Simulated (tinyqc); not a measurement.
Worked calculation: velocity overshoot from momentum and energy balance equations after a field step. Computed by tinyqc, a small Python program that keeps every step. Command: `OMP_NUM_THREADS=1 python tinyqc.py 3014086 3014087 out.jsonl overshoot walk`. One thread of a shared host (Intel(R) Xeon(R) Processor @ 2.30GHz), about 0.02 s of CPU time with the checks. Intermediate numbers are printed to about 7 digits and carried at full precision; extremes and crossings named in words are read from the listed rows.

At t = 0 the field jumps from 0 to F in a uniform sample. v is the drift velocity and u = w - (3/2) k_B T the excess energy per carrier.

Inputs (values chosen for the exercise, modelled on holes in silicon except for tau_E):
```
quantity                      value        unit
effective mass m               0.41         m_0
low-field mobility mu_0         460  cm^2/(V s)
saturation velocity v_s        0.83    1e7 cm/s
energy relaxation time tau_E    0.4          ps
field after the step F           24       kV/cm
lattice temperature T           300           K
time step dt                    120          fs
```

Scheme: explicit Euler.

Constants: m_0 = 9.1093837015e-31 kg; e = 1.602176634e-19 C; k_B = 8.617333262e-05 eV/K.

## Constants and steady state

dv/dt = e F/m - v/tau_m(u), du/dt = e F v - u/tau_E, tau_m(u) = tau_0/(1 + c u), tau_0 = m mu_0/e, c = mu_0/(e tau_E v_s^2); this choice gives the steady state v (1 + mu_0 F v/v_s^2) = mu_0 F, which saturates at v_s. Steady velocity v = 2 mu_0 F/(1 + sqrt(1 + 4 (mu_0 F/v_s)^2)); u = e F v tau_E; carrier temperature T + 2u/(3 k_B), neglecting the drift energy m v^2/2.

tau_0 = 107.2310 fs

c = 16.69328 1/eV

acceleration e F/m = 0.01029553 1e7 cm/s per fs

steady velocity = 0.5747028 1e7 cm/s

steady excess energy = 0.05517147 eV

steady carrier temperature = 726.8256 K

tau_E/tau_0 = 3.73, and in the steady state tau_m has shrunk to 55.8 fs.

## First four steps

dv/dt = e F/m - v/tau_m(u), du/dt = e F v - u/tau_E, tau_m(u) = tau_0/(1 + c u), tau_0 = m mu_0/e, c = mu_0/(e tau_E v_s^2); this choice gives the steady state v (1 + mu_0 F v/v_s^2) = mu_0 F, which saturates at v_s. Step: v_new = v + dt (e F/m - v/tau_m(u)), u_new = u + dt (e F v - u/tau_E). Start v = u = 0; the distance adds dt (v + v_new)/2.

Steps:
```
step  t (fs)  v (1e7 cm/s)      u (eV)  tau_m (fs)
1        120      1.235464  0.00000000    107.2310
2        240      1.088345  0.03558136     67.2729
3        360      0.382442  0.05625130     55.3017
4        480      0.788039  0.05039023     58.2404
```

After the first step u is still 0, below the drift energy m v^2/2, because the explicit scheme uses the old v: an error of the finite time step.

## The whole transient

Run to 8 times the larger of tau_E and tau_0, but at most 20001 steps, and stop early if |v| > 1000 v_s or u < -1/(2c); the run is accepted if the last v is within 0.5 % of the steady value.

Selected steps, the peak among them:
```
step  t (fs)  v (1e7 cm/s)      u (eV)  distance (nm)
1        120      1.235464  0.00000000         7.4128
2        240      1.088345  0.03558136        21.3556
3        360      0.382442  0.05625130        30.1804
4        480      0.788039  0.05039023        37.2032
5        600      0.399808  0.05796868        44.3303
7        840      0.410947  0.05820577        58.2536
9       1080      0.420834  0.05810847        72.1205
12      1440      0.718631  0.05294619        92.8617
16      1920      0.700662  0.05320002       120.5305
20      2400      0.684614  0.05342905       148.1796
27      3240      0.490016  0.05673317       196.5496
```

peak velocity = 1.235464 1e7 cm/s

time of the peak = 120 fs

distance at the peak = 7.412783 nm

last relative deviation from the steady velocity = 0.1473578

peak over steady velocity = 2.149744

The run fails. Linearised at the steady state the two equations have the rates -0.0164 and -0.0040 per fs; the explicit step is stable only for dt < 2 |Re|/|rate|^2 = 122.2 fs, against dt = 120 fs; so near that limit the swings die out too slowly.

Reruns converge with time step dt = 12.0; or with scheme = implicit in the damping.
